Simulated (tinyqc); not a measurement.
Chemical vapour deposition: Grove model, boundary layer, depletion and step coverage: one step, computed by the program tinyqc. Command: `OMP_NUM_THREADS=1 python tinyqc.py 3004345 3004346 out.jsonl cvd walk`. One thread of a shared host (Intel(R) Xeon(R) Processor @ 2.30GHz), about 0.01 s of CPU time with the checks.

A precursor diffuses to the surface and reacts there at first order; each molecule that reacts adds one formula unit of film.

Problem. Depletion along the susceptor. Plug flow: U b dC/dx = -k_eff C with k_eff = k_s h_g/(k_s + h_g), so C falls as exp(-k_eff x/(U b)); the used share of the precursor is 1 - C(L)/C(0).

Inputs (values chosen for the exercise, close to those used for tungsten from its fluoride):
```
quantity            value  unit
temperature T         460     C
gas velocity U         11  cm/s
susceptor length L     42    cm
channel height b      5.2    cm
```

Reactor: horizontal, atmospheric.

surface rate constant k_s = 0.2067457 cm/s

mass-transfer coefficient h_g = 0.4978974 cm/s

growth rate G at the inlet = 208.9048 nm/min

Give: k_eff; depletion length; rate at the outlet over rate at the inlet; rate at the outlet.

Solution.

k_eff = 0.1461 cm/s

depletion length = 391.6 cm

rate at the outlet over rate at the inlet = 0.8983

rate at the outlet = 187.7 nm/min

10.2 % of the precursor is used. Caution: the boundary layer is capped at b/2, so U, L and nu no longer affect h_g.
